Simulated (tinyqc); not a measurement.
Coherent transport through a tight-binding region between two chains, step by step. One step of it, computed by the program tinyqc.

Problem. Transmission at E = -0.09 eV. Surface Green function g = (E - i sqrt(4 t^2 - E^2)) / (2 t^2); self-energy tc^2 g on each contact site; G = (E - H - Sigma)^(-1); Gamma = -2 Im Sigma; T = Gamma_L Gamma_R |G_LR|^2; local density of states -Im G_ii / pi.

H of the central region (eV):
$$\begin{pmatrix}
0.390000 & -0.570000 & 0.000000 \\
-0.570000 & -0.830000 & -1.470000 \\
0.000000 & -1.470000 & -0.230000
\end{pmatrix}$$

Leads: semi-infinite chains with site energy 0:
```
parameter                           value
lead hopping t (eV)              1.640000
coupling to the left lead (eV)   0.480000
coupling to the right lead (eV)  0.940000
left contact site                       1
right contact site                      3
```

E = -0.090000 eV

Give: g; G; local density of states; transmission.

Solution.

g = -0.017-0.610i 1/eV

G (1/eV):
$$\begin{pmatrix}
-1.727-0.839i & 0.105-0.275i & 0.617+0.464i \\
0.105-0.275i & 0.020-0.255i & 0.630+0.235i \\
0.617+0.464i & 0.630+0.235i & -0.556-0.298i
\end{pmatrix}$$

local density of states (1/eV): [0.267, 0.081, 0.095]

transmission = 0.180
